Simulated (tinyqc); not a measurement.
Raising U: Hubbard ring of 6 sites, mean field against exact. Computed by the program tinyqc. 

one-body matrix (hopping and site energies) (eV):
```
,1,2,3,4,5,6
1,-0.0900,-1.4000,0.0000,0.0000,0.0000,-1.4000
2,-1.4000,0.4700,-1.4000,0.0000,0.0000,0.0000
3,0.0000,-1.4000,0.2400,-1.4000,0.0000,0.0000
4,0.0000,0.0000,-1.4000,0.0500,-1.4000,0.0000
5,0.0000,0.0000,0.0000,-1.4000,-0.3200,-1.4000
6,-1.4000,0.0000,0.0000,0.0000,-1.4000,0.4000
```

electrons, up and down: 3  3

Collinear unrestricted mean field (the lowest of 40 random starts) against exact diagonalisation.

Exact and mean-field results (eV):
```
U,U/t,E exact,E mean field,mean |n_up - n_down|,"double occupancy, exact",first gap in the sector
0.7000,0.5000,-9.515450,-9.481207,0.0000,0.2363,2.5641
1.4000,1.0000,-8.559685,-8.421457,0.0000,0.2188,2.3392
2.8000,2.0000,-6.871413,-6.307860,0.0000,0.1829,1.8556
4.2000,3.0000,-5.489326,-4.395668,0.5450,0.1462,1.4244
5.6000,4.0000,-4.407385,-3.238600,0.7549,0.1122,1.0861
8.4000,6.0000,-2.966834,-1.983244,0.8907,0.0641,0.6817
11.2000,8.0000,-2.121630,-1.321317,0.9381,0.0393,0.4889
16.8000,12.0000,-1.211188,-0.641409,0.9723,0.0186,0.3177
28.0000,20.0000,-0.443829,-0.088136,0.9900,0.0070,0.1904
```

In absolute terms mean field is worst at U/t = 4.0, 1.169 eV too high: at small U it is nearly exact, and at large U it misses only exchange-scale energies. Its local moments set in at U/t = 3.0 of those listed, a broken symmetry that the exact state of a finite cluster with equal spins does not have. Relative to the exact energy its error is 0.4 % at the smallest U, 80 % at most and 80 % at the largest. The double occupancy falls from 0.236 to 0.007.
